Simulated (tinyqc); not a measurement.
Energy against buckling: buckled dimers of a reconstructed (001) surface, two dangling bonds a dimer.

In a dimer one atom moves up by z and the other down by z; the dangling bond of the up atom (more s-like) falls by gm z and that of the down atom rises by gm z. With all dimers tilted alike: H(k) = [[-gm z - 2 ta cos k, -tp - 2 tx cos k], [., gm z - 2 ta cos k]], k along the row in 1/a. Two electrons a dimer fill the lowest N of the 2N levels on the mesh k_j = (j + 1/2) pi/N. Total energy a dimer: W(z) = (2/N) sum of the filled levels + kf z^2. Repulsion between electrons is left out.

Inputs chosen for the exercise (of the size met on Ge(001); not measured data):
- tp = 0.29 eV (pi coupling inside a dimer)
- ta = 0.21 eV (coupling between like atoms along the row)
- tx = 0.08 eV (diagonal coupling along the row)
- gm = 2.13 eV/angstrom (shift of a dangling bond with height)
- kf = 5.9 eV/angstrom^2 (force constant of buckling)
- N = 12 (k points)

W relative to z = 0; gap as lowest upper less highest lower level on 201 points from 0 to pi.

Per dimer (eV):
```
z (angstrom),band energy,elastic,W,gap
0.00,0.0000,0.0000,0.0000,-0.2600
0.05,-0.0199,0.0147,-0.0051,-0.2095
0.10,-0.0838,0.0590,-0.0248,-0.0926
0.15,-0.2105,0.1328,-0.0778,0.0568
0.20,-0.3786,0.2360,-0.1426,0.2251
0.30,-0.7493,0.5310,-0.2183,0.5936
0.40,-1.1435,0.9440,-0.1995,0.9854
0.50,-1.5491,1.4750,-0.0741,1.3891
0.60,-1.9610,2.1240,0.1630,1.7995
```

How do the results move, and what explains it?

W is lowest at z = 0.3 among these rows (-0.2183 eV). The band energy falls as z^2 at first and linearly, as -2 gm z, once gm z is far above tp, so the elastic term always wins at large z. The gap opens near z = 0.131 angstrom.

Computed by tinyqc, a small Python program: `OMP_NUM_THREADS=1 python tinyqc.py 1451347 1451348 out.jsonl` (the numbers bound the seed that draws the inputs); one thread of a shared host (Intel(R) Xeon(R) Processor @ 2.30GHz), about 0.05 s for the whole set of steps.
